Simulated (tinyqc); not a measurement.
Chemically amplified photoresist: aerial image, acid generation, bake, development and line width: one step, computed by the program tinyqc. Command: `OMP_NUM_THREADS=1 python tinyqc.py 3000327 3000328 out.jsonl resist walk`. One thread of a shared host (Intel(R) Xeon(R) Processor @ 2.30GHz), about 0.02 s of CPU time with the checks.

Lines and spaces of pitch p with a two-beam-like image; x = 0 is the middle of the bright space. The resist is positive and treated as uniform in depth.

Problem. Acid image and its blur. Dose E(x) = E [1 + c cos(2 pi x/p)]; acid h = 1 - exp(-C E(x)). Bake: the acid image is blurred by a Gaussian of variance sigma^2 = 2 D t (each Fourier term k of h, taken on 64 points, is multiplied by exp(-4 pi^2 k^2 D t/p^2)). Cosine coefficients: h(x) = sum_k h_k cos(2 pi k x/p).

Inputs (values chosen for the exercise, for a model resist at 13.5 nm): pitch p = 32 nm; image contrast c = 0.61; mean dose E = 10.2 mJ/cm^2; Dill parameter C = 0.017 cm^2/mJ; acid diffusivity D = 0.063 nm^2/s; bake time t = 60 s.

Give: diffusion length sigma = sqrt(2 D t); h_0 to h_4 before the bake; h_0 to h_4 after the blur; blur factor of the first harmonic.

Solution.

diffusion length sigma = sqrt(2 D t) = 2.750 nm

h_0 to h_4 before the bake: [0.1568, 0.0891, -0.0024, 0.0000, 0.0000]

h_0 to h_4 after the blur: [0.1568, 0.0770, -0.0013, 0.0000, 0.0000]

blur factor of the first harmonic = 0.8644

sigma/p = 0.086; the blur keeps 86 % of the modulation.
